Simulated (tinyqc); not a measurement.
Two-mode optical phonons of a ternary alloy from two coupled oscillators: one step, computed by the program tinyqc.

An alloy A(x)B(1-x)C has an A-C and a B-C bond oscillator. Each TO frequency moves linearly from the impurity mode (dilute end) to the TO of the pure crystal; each strength is proportional to the number of bonds.

Task: Share of the polar coupling. eps(omega) = eps_inf + W_1/(omega_1^2 - omega^2) + W_2/(omega_2^2 - omega^2) = 0 is the eigenproblem of the matrix [[omega_1^2 + W_1/eps_inf, sqrt(W_1 W_2)/eps_inf], [sqrt(W_1 W_2)/eps_inf, omega_2^2 + W_2/eps_inf]] for omega_LO^2. The polar coupling of mode j is c_j = (u_j . sqrt(W))^2/(eps_inf^2 omega_j^2), u_j its eigenvector and omega_j here its LO frequency; the c_j add up to 1/eps_inf - 1/eps_s. Froehlich constant alpha_j = (e^2/(4 pi eps_0)) c_j k_j/(2 E_j), E_j = h c omega_j, k_j = sqrt(m* E_j/(hbar^2/(2 m_0))).

Inputs (values chosen for the exercise, for a model alloy): electron mass m* = 0.11 m_0.

omega_1 (A-C, TO) = 511.42 1/cm

omega_2 (B-C, TO) = 325.09 1/cm

eps_inf = 11.1524

W_1 = 740498.0 1/cm^2

W_2 = 54286.39 1/cm^2

Constants: e^2/(4 pi eps_0) = 14.39964548 eV angstrom; hbar^2/(2 m_0) = 3.80998212 eV angstrom^2; 1 THz = 33.35640952 1/cm; h x 1 THz = 4.135667696 meV.

Give: c_j, lower and upper mode; share of the upper mode; alpha_j, lower and upper mode.

Result:

c_j, lower and upper mode: 0.001929  0.01876

share of the upper mode = 0.9068

alpha_j, lower and upper mode: 0.01166  0.08603
